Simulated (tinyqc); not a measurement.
Worked calculation: RHF in the sto-3g basis, for BeH2, spin multiplicity 1. One step of it, computed by the program tinyqc.

Question. Iteration 1: building the Fock matrix. J_ij = sum D_kl (ij|kl), K_ij = sum D_kl (ik|jl); F = H + J - 0.5 K; E = tr D H + tr D J / 2 - 0.25 tr D K + E_nn.

D at the start, order 1Be 1s, 1Be 2s, 1Be 2px, 1Be 2py, 1Be 2pz, 2H 1s, 3H 1s:
```
[[2.146108, -0.560867, 0.000000, 0.000000, 0.000000, 0.007950, 0.007950],
 [-0.560867, 2.136994, 0.000000, 0.000000, 0.000000, 0.005910, 0.005910],
 [0.000000, 0.000000, 0.000000, 0.000000, 0.000000, 0.000000, 0.000000],
 [0.000000, 0.000000, 0.000000, 2.151745, 0.000000, -0.105766, 0.105766],
 [0.000000, 0.000000, 0.000000, 0.000000, 0.000000, 0.000000, 0.000000],
 [0.007950, 0.005910, 0.000000, -0.105766, 0.000000, 0.005260, -0.005137],
 [0.007950, 0.005910, 0.000000, 0.105766, 0.000000, -0.005137, 0.005260]]
```

core Hamiltonian H = T + V (hartree), order 1Be 1s, 1Be 2s, 1Be 2px, 1Be 2py, 1Be 2pz, 2H 1s, 3H 1s:
```
[[-8.461698, -2.086562, 0.000000, 0.000000, 0.000000, -0.215512, -0.215512],
 [-2.086562, -2.686169, 0.000000, 0.000000, 0.000000, -0.732312, -0.732312],
 [0.000000, 0.000000, -2.170295, 0.000000, 0.000000, 0.000000, 0.000000],
 [0.000000, 0.000000, 0.000000, -2.312976, 0.000000, -0.861586, 0.861586],
 [0.000000, 0.000000, 0.000000, 0.000000, -2.170295, 0.000000, 0.000000],
 [-0.215512, -0.732312, 0.000000, -0.861586, 0.000000, -1.803039, -0.019269],
 [-0.215512, -0.732312, 0.000000, 0.861586, 0.000000, -0.019269, -1.803039]]
```

Two-electron integrals (ij|kl) in chemists' order, unique and non-zero (hartree):
```
(11|11) 2.298831    (21|11) 0.392036    (21|21) 0.079539    (22|11) 0.570988
(22|21) 0.143041    (22|22) 0.417683    (31|31) 0.014607    (32|31) 0.021888
(32|32) 0.092265    (33|11) 0.569578    (33|21) 0.143083    (33|22) 0.417589
(33|33) 0.449859    (41|41) 0.014607    (42|41) 0.021888    (42|42) 0.092265
(43|43) 0.024249    (44|11) 0.569578    (44|21) 0.143083    (44|22) 0.417589
(44|33) 0.401360    (44|44) 0.449859    (51|51) 0.014607    (52|51) 0.021888
(52|52) 0.092265    (53|53) 0.024249    (54|54) 0.024249    (55|11) 0.569578
(55|21) 0.143083    (55|22) 0.417589    (55|33) 0.401360    (55|44) 0.401360
(55|55) 0.449859    (61|11) 0.039354    (61|21) 0.007980    (61|22) 0.014485
(61|33) 0.014392    (61|41) 0.000713    (61|42) 0.001348    (61|44) 0.014679
(61|55) 0.014392    (61|61) 0.000840    (62|11) 0.123633    (62|21) 0.031576
(62|22) 0.104435    (62|33) 0.100169    (62|41) 0.004052    (62|42) 0.027571
(62|44) 0.112862    (62|55) 0.100169    (62|61) 0.003507    (62|62) 0.043921
(63|31) 0.002490    (63|32) 0.012552    (63|43) 0.004435    (63|63) 0.003353
(64|11) 0.144254    (64|21) 0.037206    (64|22) 0.128406    (64|33) 0.120968
(64|41) 0.006405    (64|42) 0.042289    (64|44) 0.143144    (64|55) 0.120968
(64|61) 0.004262    (64|62) 0.060509    (64|64) 0.084962    (65|51) 0.002490
(65|52) 0.012552    (65|54) 0.004435    (65|65) 0.003353    (66|11) 0.296871
(66|21) 0.076977    (66|22) 0.286272    (66|33) 0.267035    (66|41) 0.010013
(66|42) 0.092081    (66|44) 0.324372    (66|55) 0.267035    (66|61) 0.008628
(66|62) 0.162091    (66|64) 0.234210    (66|66) 0.774606    (71|11) 0.039354
(71|21) 0.007980    (71|22) 0.014485    (71|33) 0.014392    (71|41) -0.000713
(71|42) -0.001348   (71|44) 0.014679    (71|55) 0.014392    (71|61) 0.000766
(71|62) 0.002959    (71|64) 0.003402    (71|66) 0.007215    (71|71) 0.000840
(72|11) 0.123633    (72|21) 0.031576    (72|22) 0.104435    (72|33) 0.100169
(72|41) -0.004052   (72|42) -0.027571   (72|44) 0.112862    (72|55) 0.100169
(72|61) 0.002959    (72|62) 0.019941    (72|64) 0.023160    (72|66) 0.053561
(72|71) 0.003507    (72|72) 0.043921    (73|31) 0.002490    (73|32) 0.012552
(73|43) -0.004435   (73|63) 0.001072    (73|73) 0.003353    (74|11) -0.144254
(74|21) -0.037206   (74|22) -0.128406   (74|33) -0.120968   (74|41) 0.006405
(74|42) 0.042289    (74|44) -0.143144   (74|55) -0.120968   (74|61) -0.003402
(74|62) -0.023160   (74|64) -0.026607   (74|66) -0.062687   (74|71) -0.004262
(74|72) -0.060509   (74|74) 0.084962    (75|51) 0.002490    (75|52) 0.012552
(75|54) -0.004435   (75|65) 0.001072    (75|75) 0.003353    (76|11) 0.003218
(76|21) 0.000796    (76|22) 0.002258    (76|33) 0.002237    (76|44) 0.002301
(76|55) 0.002237    (76|61) 0.000081    (76|62) 0.000574    (76|64) 0.000712
(76|66) 0.001596    (76|71) 0.000081    (76|72) 0.000574    (76|74) -0.000712
(76|76) 0.000012    (77|11) 0.296871    (77|21) 0.076977    (77|22) 0.286272
(77|33) 0.267035    (77|41) -0.010013   (77|42) -0.092081   (77|44) 0.324372
(77|55) 0.267035    (77|61) 0.007215    (77|62) 0.053561    (77|64) 0.062687
(77|66) 0.148645    (77|71) 0.008628    (77|72) 0.162091    (77|74) -0.234210
(77|76) 0.001596    (77|77) 0.774606
```

nuclear repulsion = 2.52696983 hartree

Give: Coulomb J; exchange K; Fock matrix F; total energy of this density.

Answer.

Coulomb J (hartree), order 1Be 1s, 1Be 2s, 1Be 2px, 1Be 2py, 1Be 2pz, 2H 1s, 3H 1s:
```
[[6.8858, 1.3517, 0.0000, 0.0000, 0.0000, 0.1366, 0.1366],
 [1.3517, 2.8077, 0.0000, 0.0000, 0.0000, 0.6802, 0.6802],
 [0.0000, 0.0000, 2.7723, 0.0000, 0.0000, 0.0000, 0.0000],
 [0.0000, 0.0000, 0.0000, 2.8682, 0.0000, 0.8293, -0.8293],
 [0.0000, 0.0000, 0.0000, 0.0000, 2.7723, 0.0000, 0.0000],
 [0.1366, 0.6802, 0.0000, 0.8293, 0.0000, 1.8053, 0.0155],
 [0.1366, 0.6802, 0.0000, -0.8293, 0.0000, 0.0155, 1.8053]]
```

exchange K (hartree), order 1Be 1s, 1Be 2s, 1Be 2px, 1Be 2py, 1Be 2pz, 2H 1s, 3H 1s:
```
[[4.6963, 0.8308, 0.0000, 0.0000, 0.0000, 0.0937, 0.0937],
 [0.8308, 1.0934, 0.0000, 0.0000, 0.0000, 0.2951, 0.2951],
 [0.0000, 0.0000, 0.2547, 0.0000, 0.0000, 0.0000, 0.0000],
 [0.0000, 0.0000, 0.0000, 1.1138, 0.0000, 0.3220, -0.3220],
 [0.0000, 0.0000, 0.0000, 0.0000, 0.2547, 0.0000, 0.0000],
 [0.0937, 0.2951, 0.0000, 0.3220, 0.0000, 0.2313, -0.0032],
 [0.0937, 0.2951, 0.0000, -0.3220, 0.0000, -0.0032, 0.2313]]
```

Fock matrix F (hartree), order 1Be 1s, 1Be 2s, 1Be 2px, 1Be 2py, 1Be 2pz, 2H 1s, 3H 1s:
```
[[-3.9241, -1.1502, 0.0000, 0.0000, 0.0000, -0.1257, -0.1257],
 [-1.1502, -0.4252, 0.0000, 0.0000, 0.0000, -0.1996, -0.1996],
 [0.0000, 0.0000, 0.4747, 0.0000, 0.0000, 0.0000, 0.0000],
 [0.0000, 0.0000, 0.0000, -0.0016, 0.0000, -0.1932, 0.1932],
 [0.0000, 0.0000, 0.0000, 0.0000, 0.4747, 0.0000, 0.0000],
 [-0.1257, -0.1996, 0.0000, -0.1932, 0.0000, -0.1133, -0.0022],
 [-0.1257, -0.1996, 0.0000, 0.1932, 0.0000, -0.0022, -0.1133]]
```

total energy of this density = -14.566243 hartree
